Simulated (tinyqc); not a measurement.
# Undoped gate-all-around wire MOSFET, analytic charge model: two studies

An undoped round wire of radius R under an insulator shell and a surrounding gate; long channel, electrons only, n = ni exp((psi - V)/Vt) with V the quasi-Fermi potential (0 at the source, Vd at the drain), constant mobility, no quantisation. The radial Poisson equation gives n(r) = n(0)/(1 - (1 - b) r^2/R^2)^2 with b = Q0/(Q + Q0). Q is the electron charge per area of the wire surface.

Values chosen for this exercise; material values close to those of silicon:
- T = 250 K (temperature)
- Eg = 1.11 eV (band gap)
- eps_r = 11.6 (relative permittivity of the semiconductor)
- Nc = 2.09e19 cm^-3 (conduction-band density of states at T)
- Nv = 1.99e19 cm^-3 (valence-band density of states at T)
- eox = 22.1 (relative permittivity of the gate insulator)
- tox = 12 nm (insulator thickness)
- R = 4 nm (wire radius)
- dphi = 0.05 V (gate work function less that of the intrinsic body)
- mu = 540 cm^2/(V s) (channel mobility)
- L = 0.1 um (gate length)
- Vd = 0.05 V (drain voltage)

Constants: q = 1.602176634e-19 C, kB = 1.380649e-23 J/K, Vt = kB T/q, eps0 = 8.8541878128e-14 F/cm where lengths are in cm. Results are converted to the units shown.

Each table varies one quantity; the others keep the values above.

## Effect of the insulator thickness

ni = sqrt(Nc Nv) exp(-Eg/(2 Vt)), Eg in volts; Cox = eps0 eox/(R ln(1 + tox/R)); Q0 = 4 eps0 eps_r Vt/R; V0 = dphi + Vt ln[8 eps0 eps_r Vt/(q ni R^2)]. Q solves Vg - V0 - V = Q/Cox + Vt ln(Q/Q0) + Vt ln(1 + Q/Q0). I = mu (2 pi R/L)[2 Vt (Qs - Qd) + (Qs^2 - Qd^2)/(2 Cox) + Vt Q0 ln((Qd + Q0)/(Qs + Q0))], with Qs at V = 0 and Qd at V = Vd.  I(low) is taken at Vg = 0.33 V, Qs and I(high) at Vg = 1.08 V.

The same in every row: V0 (V) = 0.5817.

Results:
```
tox (nm)  I(low) (nA)  Qs(high) (nC/cm^2)  I(high) (uA)
4            0.004927                2740         17.52
5.8          0.004927                2172         13.90
8.3          0.004927                1769         11.34
12           0.004927                1461         9.369
25           0.004926                1054         6.772
36           0.004926               918.5         5.903
```

Estimate the missing row, tox = 17 nm.

Computed row:
```
tox (nm)  I(low) (nA)  Qs(high) (nC/cm^2)  I(high) (uA)
17           0.004927                1241         7.962
```

With this row back in the table: As tox goes from 4 to 36 nm, I(low) stays near 0.00493 nA and I(high) falls from 17.5 to 5.90 uA. On average I(low) is independent of tox and I(high) goes as tox^(-0.49). Below threshold no voltage drops over the insulator in this long-channel model, so its thickness does not matter there. In every row the surface density at the source at the higher gate voltage passes 0.3 Nc, where Boltzmann statistics fail. For tox = 25 to 36 nm L is under three scale lengths of this cross-section, so short-channel effects, left out here, would raise the subthreshold current. In every row the body is thin enough for quantum confinement, left out here, to raise the threshold.

## Output curve

Same model as above.

I = mu (2 pi R/L)[2 Vt (Qs - Qd) + (Qs^2 - Qd^2)/(2 Cox) + Vt Q0 ln((Qd + Q0)/(Qs + Q0))], with Qs at V = 0 and Qd at V = Vd.

In this table Vg = 0.88 V.

Output curve:
```
Vd (V)  Qd (nC/cm^2)     Qd/Qs  I (uA)
0.06           654.1    0.7850   6.052
0.11           510.2    0.6123   9.998
0.16           373.3    0.4480   12.99
0.22           222.9    0.2675   15.41
0.27           116.5    0.1399   16.54
0.32           40.29   0.04836   17.05
0.38           4.605  0.005527   17.20
0.43          0.4862  5.835e-4   17.21
0.48         0.04811  5.774e-5   17.21
```

What does the comparison show?

The current rises from 6.05 to 17.2 uA, while the charge at the drain end falls from 0.78 to 5.8e-5 of that at the source. The current first comes within 1 % of its last value at Vd = 0.32 V among the rows. Over the last rows Qd falls by a factor of e for each Vt of drain voltage: the drain end is in weak inversion. In every row the surface density at the source passes 0.3 Nc, where Boltzmann statistics fail. In every row mu V/L, with V the smaller of Vd and Vg - V0, passes 3e6 cm/s, so velocity saturation would lower the current. In every row the body is thin enough for quantum confinement, left out here, to raise the threshold.

Computed by the program tinyqc: `OMP_NUM_THREADS=1 python tinyqc.py 2460148 2460149 out.jsonl`, one thread of a shared Intel Xeon 2.30GHz, about 0.03 s for the whole run.
